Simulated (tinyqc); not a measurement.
Decay of LO phonons and the hot-phonon bottleneck in the cooling of electrons: one step, computed by the program tinyqc. Command: `OMP_NUM_THREADS=1 python tinyqc.py 3003531 3003532 out.jsonl hotphonon walk`. One thread of a shared host (Intel(R) Xeon(R) Processor @ 2.30GHz), about 0.01 s of CPU time with the checks.

n(E, T) = 1/(exp(E/(k_B T)) - 1) is the Bose occupation. Electrons have a temperature T_e; the LO modes within their reach share one occupation N; the decay products stay at the lattice temperature.

Problem. Lifetime and Raman width. Decay rate 1/tau = (1/tau_0) [1 + n(f hbar omega) + n((1 - f) hbar omega)]. Full width Gamma = 1/(2 pi c tau) in 1/cm, c in cm/s.

Inputs (values chosen for the exercise, modelled on gallium nitride): LO energy hbar omega = 94.6 meV; lifetime at T = 0, tau_0 = 2.1 ps; share f of the energy in the softer product = 0.25; lattice temperature T = 500 K.

Decay channel: two unequal phonons (Ridley).

Constants: k_B = 8.617333262e-05 eV/K; c = 299792458 m/s.

Give: thermal factor tau_0/tau; phonon lifetime tau; Raman width Gamma; equilibrium LO occupation N_0.

Solution.

thermal factor tau_0/tau = 2.606

phonon lifetime tau = 0.8058 ps

Raman width Gamma = 6.588 1/cm

equilibrium LO occupation N_0 = 0.1252

Stimulated decay shortens the lifetime by 62 %.
